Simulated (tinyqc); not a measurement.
Long-channel MOSFET, surface-potential model: one step of the calculation.

n-channel transistor on a uniformly doped p-type body, gradual-channel approximation, constant mobility, Boltzmann statistics, full ionisation. Potentials are counted from the neutral body; V is the electron quasi-Fermi potential, Vsb at the source and Vsb + Vds at the drain. Charges are magnitudes per area.

Problem. Pao-Sah current by Simpson's rule. I = mu (W/L) integral of Qi dV; Simpson's rule on the 7 points, step Vds/6, weights 1, 4, 2, ..., 4, 1 times step/3.

Inputs (values chosen for the exercise); material values those of a made-up semiconductor:
- mu = 630 cm^2/(V s) (channel mobility)
- W = 10 um (gate width)
- L = 0.5 um (gate length)
- Vds = 2 V (drain-source voltage)

Qi, Pao-Sah, point 0 to 6 (nC/cm^2): [67.763256, 3.8632103, 1.7888937e-5, 4.4960615e-11, 1.1300007e-16, 2.8400446e-22, 7.1379191e-28]

Wanted: Pao-Sah current.

Solution.

Pao-Sah current = 116.5 uA

Gauss-Legendre quadrature on many points gives 139.2 uA, so this value is 16 % below it; the charge-sheet current, 136.9 uA, is 1.6 % below it.

tinyqc, about 0.03 s, one thread, Intel Xeon 2.30GHz (shared host): `OMP_NUM_THREADS=1 python tinyqc.py 2360011 2360012 out.jsonl`
